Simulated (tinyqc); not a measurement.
Gas flow in a process chamber: flow regimes, conductance, effective pumping speed, pump-down, outgassing and purge: one step, computed by the program tinyqc.

Ideal gas, isothermal flow, a pump of constant speed at the end of a round pipe; process gas, volume gas and outgassing are given the same properties. 1 sccm = 101325 Pa x 1e-6 m^3/60 s x T/273.15 K.

Task: Molecular flow. Mean speed c = sqrt(8 k_B T/(pi m)); aperture conductance C_a = c pi d^2/16; molecular pipe C_m = C_a/(1 + 3 l/(4 d)) (Dushman form); viscous pipe C_v = pi d^4 p_mean/(128 eta l); Knudsen interpolation C = C_v + C_m (1 + x)/(1 + 1.24 x), x = d p_mean sqrt(m/(k_B T))/eta. Effective speed 1/S_eff = 1/S + 1/C_m; time constant V/S_eff; pressure at which the free path k_B T/(sqrt2 pi d_m^2 p) equals d.

Inputs (values chosen for the exercise, modelled on water vapour near room temperature):

| quantity | value | unit |
|---|---|---|
| molar mass M | 18.02 | g/mol |
| molecular diameter | 0.46 | nm |
| temperature T | 350 | K |
| chamber volume V | 6.7 | L |
| pipe diameter d | 10 | cm |
| pipe length l | 250 | cm |
| pump speed S | 370 | L/s |

Constants: k_B = 1.380649e-23 J/K; u = 1.6605390666e-27 kg.

Give: mean speed c; C_a; C_m; S_eff in molecular flow; time constant; pressure where the free path equals d.

Result:

mean speed c = 641.3 m/s

C_a = 1259 L/s

C_m = 63.75 L/s

S_eff in molecular flow = 54.38 L/s

time constant = 0.1232 s

pressure where the free path equals d = 0.05140 Pa

The pipe passes on 15 % of the pump speed; a larger pump would gain little, since S_eff cannot exceed C_m.
